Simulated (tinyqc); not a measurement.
# Scale length and barrier from the threshold roll-off

Inverse problem. For L well above Lambda the threshold falls by 2 m sqrt(A (A + Vds)) exp(-pi L/(2 Lambda)), A being the height of the source potential over the barrier top; the two values follow this form. Find Lambda and A.

Values chosen for this exercise:
- m = 1 (long-channel body factor)
- Vds = 0.7 V (drain voltage)

threshold lowering at L = 28 and 44 nm (mV): [54.410580, 8.8581894]

Solution. The ratio of the two values gives Lambda; the prefactor gives A (A + Vds), a quadratic with one positive root.

Lambda = 13.8 nm
A = 0.390 V

Numbers from tinyqc (`OMP_NUM_THREADS=1 python tinyqc.py 2420069 2420070 out.jsonl`; about 0.01 s on one thread of a shared Intel Xeon 2.30GHz).
